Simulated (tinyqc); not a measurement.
Doping and barrier from two capacitances.

Question. A Schottky diode on a uniformly doped n-type layer obeys (A/C)^2 = 2 (Vbi - V - Vt)/(q eps0 eps_r Nd) in reverse bias, with phiB = Vbi + Vt ln(Nc/Nd) and image force ignored. Find Nd, Vbi and phiB.

Values chosen for this exercise; band and dielectric values close to those of indium phosphide:
```
symbol,value,unit,meaning
T,293,K,temperature
eps_r,12.5,,relative permittivity
Nc,5.6e17,cm^-3,conduction-band density of states at T
A,0.00013,cm^2,diode area
```

Constants: q = 1.602176634e-19 C, kB = 1.380649e-23 J/K, Vt = kB T/q, eps0 = 8.8541878128e-14 F/cm where lengths are in cm. Results are converted to the units shown.

C at V = -0.6 and -6.3 V (pF): [4.8721632, 2.0313582]

Answer. The slope of (A/C)^2 against -V gives Nd, the intercept Vbi - Vt, and the Fermi-level depth Vt ln(Nc/Nd) is added for the barrier.

Nd = 1.900e16 cm^-3
Vbi = 0.6246 V
phiB = 0.7100 eV

Program tinyqc, `OMP_NUM_THREADS=1 python tinyqc.py 2020004 2020005 out.jsonl`; Intel Xeon 2.30GHz, shared host, one thread, about 0.04 s.
